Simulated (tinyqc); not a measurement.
Epitaxial growth on a vicinal surface: Burton-Cabrera-Frank step flow, step-edge barrier and island nucleation: one step, computed by the program tinyqc. Command: `OMP_NUM_THREADS=1 python tinyqc.py 3014304 3014305 out.jsonl stepflow walk`. One thread of a shared host (Intel(R) Xeon(R) Processor @ 2.30GHz), about 0.01 s of CPU time with the checks.

Adatoms land at rate F, hop on a square grid (a simplification for hexagonal faces), desorb, or join steps. Lengths are in units of a and n is the adatom coverage. Steps ascend at x = 0 and descend at x = l.

Task: Scales. D = nu exp(-E_d/(k_B T)) (a^2/s, nu counted per direction); tau = exp(E_a/(k_B T))/nu; x_s = sqrt(D tau); n_eq = exp(-E_f/(k_B T)); terrace width l = h/(a tan(miscut)); Schwoebel length l_s = exp(E_s/(k_B T)) - 1. Temperatures in kelvin are T(C) + 273.15.

Inputs (values chosen for the exercise, close to those used for GaAs(001)):
```
quantity,value,unit
site spacing a,4,angstrom
step height h,2.83,angstrom
diffusion barrier E_d,1.2,eV
desorption energy E_a,2.59,eV
adatom formation energy E_f,0.838,eV
step-edge barrier E_s,0.25,eV
attempt frequency nu,10,THz
miscut angle,8,degrees
temperature T,570,C
```

Constants: k_B = 8.617333262e-05 eV/K.

Give: D; lifetime tau; diffusion length x_s; equilibrium coverage n_eq; terrace width l; Schwoebel length l_s.

Result:

D = 6.718e+05 a^2/s

lifetime tau = 302.9 s

diffusion length x_s = 14264 a

equilibrium coverage n_eq = 9.795e-06

terrace width l = 5.034 a

Schwoebel length l_s = 30.21 a

l/x_s = 3.53e-4: nearly every adatom reaches a step.
